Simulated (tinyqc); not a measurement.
Worked calculation: CIS on RHF in the sto-3g basis, frozen core, for BeH2, spin multiplicity 1. Computed by tinyqc, a small Python program that keeps every step (integrals from PySCF). Settings: charge = 0, multiplicity = 1, basis = sto-3g, method = RHF, frozen orbitals = 1, energy threshold = 1e-10, iteration cap = 60, orthogonalisation = symmetric, start = Wolfsberg-Helmholz matrix, DIIS depth = 6. Command: `OMP_NUM_THREADS=1 python tinyqc.py 21501 21502 out.jsonl` (the two numbers bound the seeds that draw the settings). One thread of a shared host (Intel(R) Xeon(R) Processor @ 2.60GHz), about 0.07 s of CPU time with the checks. The early iterations of the SCF are left out here.

## One-electron integrals

Geometry (angstrom):
```
atom         x          y         z
Be    0.000000   0.000000  0.000000
H     0.000000   1.526000  0.093000
H     0.000000  -1.526000  0.093000
```

Basis sto-3g: exponents (1/bohr^2) and contraction coefficients of normalised primitives:
```
element  l (shell)   exponent  coefficient
Be           s (1)  30.167871     0.154329
Be           s (1)   5.495115     0.535328
Be           s (1)   1.487193     0.444635
Be           s (2)   1.314833    -0.099967
Be           s (2)   0.305539     0.399513
Be           s (2)   0.099371     0.700115
Be           p (3)   1.314833     0.155916
Be           p (3)   0.305539     0.607684
Be           p (3)   0.099371     0.391957
H            s (1)   3.425251     0.154329
H            s (1)   0.623914     0.535328
H            s (1)   0.168855     0.444635
```

Overlap, kinetic and nuclear-attraction integrals over the contracted functions; the nuclear repulsion is the sum of Za Zb / Rab.

nuclear repulsion = 2.94244194 hartree

overlap S:
```
           1Be 1s    1Be 2s   1Be 2px    1Be 2py   1Be 2pz     2H 1s      3H 1s
1Be 1s   1.000000  0.259517  0.000000   0.000000  0.000000  0.045888   0.045888
1Be 2s   0.259517  1.000000  0.000000   0.000000  0.000000  0.386040   0.386040
1Be 2px  0.000000  0.000000  1.000000   0.000000  0.000000  0.000000   0.000000
1Be 2py  0.000000  0.000000  0.000000   1.000000  0.000000  0.466721  -0.466721
1Be 2pz  0.000000  0.000000  0.000000   0.000000  1.000000  0.028444   0.028444
2H 1s    0.045888  0.386040  0.000000   0.466721  0.028444  1.000000   0.016353
3H 1s    0.045888  0.386040  0.000000  -0.466721  0.028444  0.016353   1.000000
```

kinetic energy T (hartree):
```
            1Be 1s     1Be 2s   1Be 2px    1Be 2py   1Be 2pz      2H 1s      3H 1s
1Be 1s    6.693975  -0.033012  0.000000   0.000000  0.000000  -0.012630  -0.012630
1Be 2s   -0.033012   0.211111  0.000000   0.000000  0.000000   0.043222   0.043222
1Be 2px   0.000000   0.000000  0.660592   0.000000  0.000000   0.000000   0.000000
1Be 2py   0.000000   0.000000  0.000000   0.660592  0.000000   0.135363  -0.135363
1Be 2pz   0.000000   0.000000  0.000000   0.000000  0.660592   0.008250   0.008250
2H 1s    -0.012630   0.043222  0.000000   0.135363  0.008250   0.760032  -0.006199
3H 1s    -0.012630   0.043222  0.000000  -0.135363  0.008250  -0.006199   0.760032
```

nuclear attraction V (hartree):
```
             1Be 1s     1Be 2s    1Be 2px    1Be 2py    1Be 2pz      2H 1s      3H 1s
1Be 1s   -15.253356  -2.078900   0.000000   0.000000  -0.001682  -0.365869  -0.365869
1Be 2s    -2.078900  -2.979236   0.000000   0.000000  -0.015387  -1.065353  -1.065353
1Be 2px    0.000000   0.000000  -2.897101   0.000000   0.000000   0.000000   0.000000
1Be 2py    0.000000   0.000000   0.000000  -3.087442   0.000000  -1.255439   1.255439
1Be 2pz   -0.001682  -0.015387   0.000000   0.000000  -2.897808  -0.077846  -0.077846
2H 1s     -0.365869  -1.065353   0.000000  -1.255439  -0.077846  -2.779580  -0.053789
3H 1s     -0.365869  -1.065353   0.000000   1.255439  -0.077846  -0.053789  -2.779580
```

core Hamiltonian H = T + V (hartree):
```
            1Be 1s     1Be 2s    1Be 2px    1Be 2py    1Be 2pz      2H 1s      3H 1s
1Be 1s   -8.559381  -2.111912   0.000000   0.000000  -0.001682  -0.378499  -0.378499
1Be 2s   -2.111912  -2.768125   0.000000   0.000000  -0.015387  -1.022131  -1.022131
1Be 2px   0.000000   0.000000  -2.236509   0.000000   0.000000   0.000000   0.000000
1Be 2py   0.000000   0.000000   0.000000  -2.426850   0.000000  -1.120076   1.120076
1Be 2pz  -0.001682  -0.015387   0.000000   0.000000  -2.237216  -0.069597  -0.069597
2H 1s    -0.378499  -1.022131   0.000000  -1.120076  -0.069597  -2.019548  -0.059988
3H 1s    -0.378499  -1.022131   0.000000   1.120076  -0.069597  -0.059988  -2.019548
```

## Two-electron integrals

Functions are numbered as in S; the eight-fold symmetry (ij|kl) = (ji|kl) = (kl|ij) leaves the list below.

Two-electron integrals (ij|kl) in chemists' order, unique and non-zero (hartree):
```
(11|11) 2.298831    (21|11) 0.392036    (21|21) 0.079539    (22|11) 0.570988
(22|21) 0.143041    (22|22) 0.417683    (31|31) 0.014607    (32|31) 0.021888
(32|32) 0.092265    (33|11) 0.569578    (33|21) 0.143083    (33|22) 0.417589
(33|33) 0.449859    (41|41) 0.014607    (42|41) 0.021888    (42|42) 0.092265
(43|43) 0.024249    (44|11) 0.569578    (44|21) 0.143083    (44|22) 0.417589
(44|33) 0.401360    (44|44) 0.449859    (51|51) 0.014607    (52|51) 0.021888
(52|52) 0.092265    (53|53) 0.024249    (54|54) 0.024249    (55|11) 0.569578
(55|21) 0.143083    (55|22) 0.417589    (55|33) 0.401360    (55|44) 0.401360
(55|55) 0.449859    (61|11) 0.068439    (61|21) 0.013878    (61|22) 0.025176
(61|33) 0.025001    (61|41) 0.001221    (61|42) 0.002309    (61|44) 0.025536
(61|51) 0.000074    (61|52) 0.000141    (61|54) 0.000033    (61|55) 0.025003
(61|61) 0.002538    (62|11) 0.176326    (62|21) 0.044874    (62|22) 0.144110
(62|33) 0.138523    (62|41) 0.005844    (62|42) 0.036789    (62|44) 0.155090
(62|51) 0.000356    (62|52) 0.002242    (62|54) 0.001010    (62|55) 0.138584
(62|61) 0.008663    (62|62) 0.075963    (63|31) 0.003983    (63|32) 0.018975
(63|43) 0.006260    (63|53) 0.000381    (63|63) 0.006697    (64|11) 0.192727
(64|21) 0.049622    (64|22) 0.166988    (64|33) 0.157107    (64|41) 0.009433
(64|42) 0.057010    (64|44) 0.186518    (64|51) 0.000332    (64|52) 0.002318
(64|54) 0.001411    (64|55) 0.157170    (64|61) 0.009978    (64|62) 0.099812
(64|64) 0.134976    (65|11) 0.011745    (65|21) 0.003024    (65|22) 0.010177
(65|33) 0.009575    (65|41) 0.000332    (65|42) 0.002318    (65|44) 0.010604
(65|51) 0.004003    (65|52) 0.019117    (65|54) 0.006322    (65|55) 0.010342
(65|61) 0.000608    (65|62) 0.006083    (65|64) 0.007818    (65|65) 0.007173
(66|11) 0.344648    (66|21) 0.089242    (66|22) 0.321941    (66|33) 0.298825
(66|41) 0.013192    (66|42) 0.108676    (66|44) 0.367641    (66|51) 0.000804
(66|52) 0.006623    (66|54) 0.004194    (66|55) 0.299081    (66|61) 0.017608
(66|62) 0.218411    (66|64) 0.303857    (66|65) 0.018518    (66|66) 0.774606
(71|11) 0.068439    (71|21) 0.013878    (71|22) 0.025176    (71|33) 0.025001
(71|41) -0.001221   (71|42) -0.002309   (71|44) 0.025536    (71|51) 0.000074
(71|52) 0.000141    (71|54) -0.000033   (71|55) 0.025003    (71|61) 0.002320
(71|62) 0.007316    (71|64) 0.007822    (71|65) 0.000519    (71|66) 0.014419
(71|71) 0.002538    (72|11) 0.176326    (72|21) 0.044874    (72|22) 0.144110
(72|33) 0.138523    (72|41) -0.005844   (72|42) -0.036789   (72|44) 0.155090
(72|51) 0.000356    (72|52) 0.002242    (72|54) -0.001010   (72|55) 0.138584
(72|61) 0.007316    (72|62) 0.038236    (72|64) 0.040777    (72|65) 0.003029
(72|66) 0.080727    (72|71) 0.008663    (72|72) 0.075963    (73|31) 0.003983
(73|32) 0.018975    (73|43) -0.006260   (73|53) 0.000381    (73|63) 0.002606
(73|73) 0.006697    (74|11) -0.192727   (74|21) -0.049622   (74|22) -0.166988
(74|33) -0.157107   (74|41) 0.009433    (74|42) 0.057010    (74|44) -0.186518
(74|51) -0.000332   (74|52) -0.002318   (74|54) 0.001411    (74|55) -0.157170
(74|61) -0.007822   (74|62) -0.040777   (74|64) -0.042284   (74|65) -0.003183
(74|66) -0.085673   (74|71) -0.009978   (74|72) -0.099812   (74|74) 0.134976
(75|11) 0.011745    (75|21) 0.003024    (75|22) 0.010177    (75|33) 0.009575
(75|41) -0.000332   (75|42) -0.002318   (75|44) 0.010604    (75|51) 0.004003
(75|52) 0.019117    (75|54) -0.006322   (75|55) 0.010342    (75|61) 0.000519
(75|62) 0.003029    (75|64) 0.003183    (75|65) 0.002841    (75|66) 0.006519
(75|71) 0.000608    (75|72) 0.006083    (75|74) -0.007818   (75|75) 0.007173
(76|11) 0.010115    (76|21) 0.002504    (76|22) 0.007109    (76|33) 0.007007
(76|44) 0.007300    (76|51) 0.000041    (76|52) 0.000204    (76|55) 0.007016
(76|61) 0.000443    (76|62) 0.002520    (76|64) 0.002960    (76|65) 0.000221
(76|66) 0.005775    (76|71) 0.000443    (76|72) 0.002520    (76|74) -0.002960
(76|75) 0.000221    (76|76) 0.000123    (77|11) 0.344648    (77|21) 0.089242
(77|22) 0.321941    (77|33) 0.298825    (77|41) -0.013192   (77|42) -0.108676
(77|44) 0.367641    (77|51) 0.000804    (77|52) 0.006623    (77|54) -0.004194
(77|55) 0.299081    (77|61) 0.014419    (77|62) 0.080727    (77|64) 0.085673
(77|65) 0.006519    (77|66) 0.173379    (77|71) 0.017608    (77|72) 0.218411
(77|74) -0.303857   (77|75) 0.018518    (77|76) 0.005775    (77|77) 0.774606
```

## Orthogonalisation

S = U s U^T; symmetric (Loewdin) form X = U s^(-1/2) U^T, so that X^T S X = 1.

eigenvalues of S: 0.331730  0.424273  0.947342  1.000000  1.005624  1.639114  1.651917

X:
```
            1Be 1s     1Be 2s   1Be 2px    1Be 2py    1Be 2pz      2H 1s      3H 1s
1Be 1s    1.028572  -0.151400  0.000000   0.000000  -0.001134   0.020876   0.020876
1Be 2s   -0.151400   1.176559  0.000000   0.000000   0.010769  -0.242846  -0.242846
1Be 2px   0.000000   0.000000  1.000000   0.000000   0.000000   0.000000   0.000000
1Be 2py   0.000000   0.000000  0.000000   1.251205   0.000000  -0.338744   0.338744
1Be 2pz  -0.001134   0.010769  0.000000   0.000000   1.000773  -0.017512  -0.017512
2H 1s     0.020876  -0.242846  0.000000  -0.338744  -0.017512   1.199055  -0.064020
3H 1s     0.020876  -0.242846  0.000000   0.338744  -0.017512  -0.064020   1.199055
```

## Iteration 7 (converged): orbitals

converged F (hartree):
```
            1Be 1s     1Be 2s   1Be 2px    1Be 2py    1Be 2pz      2H 1s      3H 1s
1Be 1s   -4.527619  -1.289326  0.000000   0.000000   0.001413  -0.235577  -0.235577
1Be 2s   -1.289326  -0.599740  0.000000   0.000000  -0.010857  -0.350115  -0.350115
1Be 2px   0.000000   0.000000  0.213894   0.000000   0.000000   0.000000   0.000000
1Be 2py   0.000000   0.000000  0.000000  -0.159735   0.000000  -0.307485   0.307485
1Be 2pz   0.001413  -0.010857  0.000000   0.000000   0.213018  -0.014600  -0.014600
2H 1s    -0.235577  -0.350115  0.000000  -0.307485  -0.014600  -0.244106  -0.019152
3H 1s    -0.235577  -0.350115  0.000000   0.307485  -0.014600  -0.019152  -0.244106
```

Diagonalise F' = X^T F X, C = X C', fill 3 alpha and 3 beta electrons from the bottom; D = 2 C_occ C_occ^T. Each column has its largest component positive (the first on a tie).

F' = X^T F X (hartree):
```
           1          2         3          4          5          6          7
1  -4.418265  -0.699031  0.000000   0.000000   0.000678  -0.010919  -0.010919
2  -0.699031  -0.140314  0.000000   0.000000   0.004485  -0.286906  -0.286906
3   0.000000   0.000000  0.213894   0.000000   0.000000   0.000000   0.000000
4   0.000000   0.000000  0.000000   0.219603   0.000000  -0.392555   0.392555
5   0.000678   0.004485  0.000000   0.000000   0.214174  -0.018174  -0.018174
6  -0.010919  -0.286906  0.000000  -0.392555  -0.018174   0.053901  -0.076799
7  -0.010919  -0.286906  0.000000   0.392555  -0.018174  -0.076799   0.053901
```

orbital energies (hartree): MO1 -4.530990, MO2 -0.423822, MO3 -0.381782, MO4 0.211713, MO5 0.213894, MO6 0.375796, MO7 0.732085

coefficients C:
```
               MO1        MO2        MO3        MO4       MO5        MO6        MO7
1Be 1s    0.991838  -0.213626   0.000000   0.034041  0.000000  -0.226313   0.000000
1Be 2s    0.031306   0.599620   0.000000  -0.144724  0.000000   1.069490   0.000000
1Be 2px   0.000000   0.000000   0.000000   0.000000  1.000000   0.000000   0.000000
1Be 2py   0.000000   0.000000   0.496691   0.000000  0.000000   0.000000   1.244310
1Be 2pz  -0.000042   0.013831   0.000000   0.988799  0.000000   0.156089   0.000000
2H 1s    -0.003768   0.392225   0.426486   0.070559  0.000000  -0.738265  -0.854714
3H 1s    -0.003768   0.392225  -0.426486   0.070559  0.000000  -0.738265   0.854714
```

D after iteration 7:
```
            1Be 1s     1Be 2s   1Be 2px    1Be 2py    1Be 2pz      2H 1s      3H 1s
1Be 1s    2.058757  -0.194087  0.000000   0.000000  -0.005993  -0.175053  -0.175053
1Be 2s   -0.194087   0.721048  0.000000   0.000000   0.016584   0.470136   0.470136
1Be 2px   0.000000   0.000000  0.000000   0.000000   0.000000   0.000000   0.000000
1Be 2py   0.000000   0.000000  0.000000   0.493405   0.000000   0.423664  -0.423664
1Be 2pz  -0.005993   0.016584  0.000000   0.000000   0.000383   0.010850   0.010850
2H 1s    -0.175053   0.470136  0.000000   0.423664   0.010850   0.671490  -0.056072
3H 1s    -0.175053   0.470136  0.000000  -0.423664   0.010850  -0.056072   0.671490
```

## Convergence

Stop when the energy changes by less than 1e-10 hartree and every element of the error matrix X^T (F D S - S D F) X is below 3e-06.

Course of the cycle:
```
iteration   E (hartree)     change  largest element of the error matrix
1          -15.49472590          -                             1.53e-01
2          -15.52364817  -2.89e-02                             1.85e-02
3          -15.52432358  -6.75e-04                             2.66e-03
4          -15.52435026  -2.67e-05                             2.40e-04
5          -15.52435046  -2.07e-07                             4.39e-05
6          -15.52435047  -5.98e-09                             2.11e-07
7          -15.52435047  -2.84e-14                             3.76e-09
```

PySCF RHF in the same basis = -15.52435047 hartree

Converged in 7 iterations.

## Integrals over molecular orbitals

(pq|rs) = sum C_ip C_jq C_kr C_ls (ij|kl), one index at a time.

one-electron integrals over orbitals h = C^T H C (hartree):
```
           1          2          3          4          5          6          7
1  -8.548013   0.210277   0.000000  -0.034467   0.000000   0.200665   0.000000
2   0.210277  -2.321553   0.000000   0.016357   0.000000  -0.233859   0.000000
3   0.000000   0.000000  -2.260632   0.000000   0.000000   0.000000  -0.309070
4  -0.034467   0.016357   0.000000  -2.232189   0.000000  -0.037357   0.000000
5   0.000000   0.000000   0.000000   0.000000  -2.236509   0.000000   0.000000
6   0.200665  -0.233859   0.000000  -0.037357   0.000000  -1.901344   0.000000
7   0.000000   0.000000  -0.309070   0.000000   0.000000   0.000000  -1.855634
```

Two-electron integrals over orbitals (pq|rs), unique and non-zero (hartree); the lowest 1 orbital is frozen and left out:
```
(22|22) 0.377937    (32|32) 0.159558    (33|22) 0.389861    (33|33) 0.413128
(42|22) 0.005738    (42|33) 0.007019    (42|42) 0.047853    (43|32) 0.009879
(43|43) 0.013725    (44|22) 0.354991    (44|33) 0.338238    (44|42) -0.019681
(44|44) 0.451119    (52|52) 0.047624    (53|53) 0.012775    (54|52) -0.006409
(54|54) 0.024905    (55|22) 0.355797    (55|33) 0.338296    (55|42) -0.007264
(55|44) 0.400715    (55|55) 0.449859    (62|22) -0.015437   (62|33) -0.041220
(62|42) -0.003298   (62|44) 0.062172    (62|55) 0.064972    (62|62) 0.082032
(63|32) -0.091765   (63|43) -0.008329   (63|63) 0.085519    (64|22) 0.001453
(64|33) -0.003136   (64|42) 0.043143    (64|44) -0.002042   (64|55) 0.005641
(64|62) 0.016023    (64|64) 0.047096    (65|52) 0.046276    (65|54) -0.004064
(65|65) 0.048975    (66|22) 0.380169    (66|33) 0.390487    (66|42) 0.017366
(66|44) 0.352323    (66|55) 0.355512    (66|62) -0.025465   (66|64) 0.010700
(66|66) 0.399832    (72|32) -0.039903   (72|43) -0.008140   (72|63) 0.061906
(72|72) 0.057138    (73|22) -0.000258   (73|33) -0.018166   (73|42) -0.011305
(73|44) 0.068150    (73|55) 0.068662    (73|62) 0.077097    (73|64) 0.007806
(73|66) -0.020851   (73|73) 0.086534    (74|32) -0.018699   (74|43) 0.012144
(74|63) 0.011767    (74|72) 0.003521    (74|74) 0.019207    (75|53) 0.013334
(75|75) 0.016892    (76|32) 0.138860    (76|43) 0.010904    (76|63) -0.090658
(76|72) -0.048466   (76|74) -0.016053   (76|76) 0.134867    (77|22) 0.404081
(77|33) 0.420629    (77|42) 0.001472    (77|44) 0.380013    (77|55) 0.379442
(77|62) -0.021271   (77|64) -0.003858   (77|66) 0.413449    (77|73) 0.001631
(77|77) 0.458776
```

## CIS matrix, singlets

A(ia,jb) = (e_a - e_i) d_ij d_ab + 2 (ia|jb) - (ij|ab).

CIS matrix A, singlet (hartree):
```
           2>4       2>5        2>6        2>7        3>4       3>5        3>6        3>7
2>4   0.376250  0.000000  -0.008050   0.000000   0.000000  0.000000   0.000000  -0.003911
2>5   0.000000  0.377166   0.000000   0.000000   0.000000  0.000000   0.000000   0.000000
2>6  -0.008050  0.000000   0.583512   0.000000   0.000000  0.000000   0.000000   0.015335
2>7   0.000000  0.000000   0.000000   0.866101   0.002419  0.000000  -0.015047   0.000000
3>4   0.000000  0.000000   0.000000   0.002419   0.282708  0.000000  -0.013521   0.000000
3>5   0.000000  0.000000   0.000000   0.000000   0.000000  0.282929   0.000000   0.000000
3>6   0.000000  0.000000   0.000000  -0.015047  -0.013521  0.000000   0.538129   0.000000
3>7  -0.003911  0.000000   0.015335   0.000000   0.000000  0.000000   0.000000   0.866306
```

## CIS singlet states

dipole integrals <i|r|a> (bohr):
```
            x          y          z
2>4  0.000000   0.000000   0.962605
2>5  0.964293   0.000000   0.000000
2>6  0.000000   0.000000   0.057430
2>7  0.000000  -0.678839   0.000000
3>4  0.000000   0.116306   0.000000
3>5  0.000000   0.000000   0.000000
3>6  0.000000  -1.312241   0.000000
3>7  0.000000   0.000000  -0.115242
```

Diagonalise A (1 hartree = 27.211386 eV); each vector has its largest component positive (the first on a tie). The transition dipole is mu = sqrt2 sum c_ia <i|r|a>.

singlet excitation energies (eV): 7.673325  7.698900  10.229186  10.263216  14.643614  15.863682  23.586977  23.596987

lowest vectors:
```
       state 1   state 2   state 3   state 4    state 5    state 6
2>4   0.000000  0.000000  0.999245  0.000000   0.000000  -0.037824
2>5   0.000000  0.000000  0.000000  1.000000   0.000000   0.000000
2>6   0.000000  0.000000  0.038249  0.000000   0.000000   0.997796
2>7  -0.002781  0.000000  0.000000  0.000000   0.046155   0.000000
3>4   0.998614  0.000000  0.000000  0.000000  -0.052368   0.000000
3>5   0.000000  1.000000  0.000000  0.000000   0.000000   0.000000
3>6   0.052552  0.000000  0.000000  0.000000   0.997561   0.000000
3>7   0.000000  0.000000  0.006773  0.000000   0.000000  -0.054527
```

oscillator strengths 2/3 w |mu|^2: 0.000905  0.000000  0.465101  0.467616  1.300844  0.000574

## CIS matrix, triplets

A(ia,jb) = (e_a - e_i) d_ij d_ab - (ij|ab).

CIS matrix A, triplet (hartree):
```
           2>4       2>5        2>6        2>7       3>4       3>5        3>6        3>7
2>4   0.280544  0.000000  -0.001453   0.000000  0.000000  0.000000   0.000000   0.018699
2>5   0.000000  0.281919   0.000000   0.000000  0.000000  0.000000   0.000000   0.000000
2>6  -0.001453  0.000000   0.419449   0.000000  0.000000  0.000000   0.000000  -0.138860
2>7   0.000000  0.000000   0.000000   0.751826  0.018699  0.000000  -0.138860   0.000000
3>4   0.000000  0.000000   0.000000   0.018699  0.255257  0.000000   0.003136   0.000000
3>5   0.000000  0.000000   0.000000   0.000000  0.000000  0.257380   0.000000   0.000000
3>6   0.000000  0.000000   0.000000  -0.138860  0.003136  0.000000   0.367090   0.000000
3>7   0.018699  0.000000  -0.138860   0.000000  0.000000  0.000000   0.000000   0.693238
```

## CIS triplet states

Diagonalise A (1 hartree = 27.211386 eV); each vector has its largest component positive (the first on a tie).

triplet excitation energies (eV): 6.901440  7.003673  7.604235  7.671395  8.797983  9.844303  20.463199  21.693734

lowest vectors:
```
       state 1   state 2    state 3   state 4   state 5   state 6
2>4   0.000000  0.000000   0.996730  0.000000  0.000000  0.071444
2>5   0.000000  0.000000   0.000000  1.000000  0.000000  0.000000
2>6   0.000000  0.000000  -0.051454  0.000000  0.000000  0.921409
2>7  -0.068070  0.000000   0.000000  0.000000  0.300821  0.000000
3>4   0.991519  0.000000   0.000000  0.000000  0.126198  0.000000
3>5   0.000000  1.000000   0.000000  0.000000  0.000000  0.000000
3>6  -0.110707  0.000000   0.000000  0.000000  0.945294  0.000000
3>7   0.000000  0.000000  -0.062308  0.000000  0.000000  0.381971
```
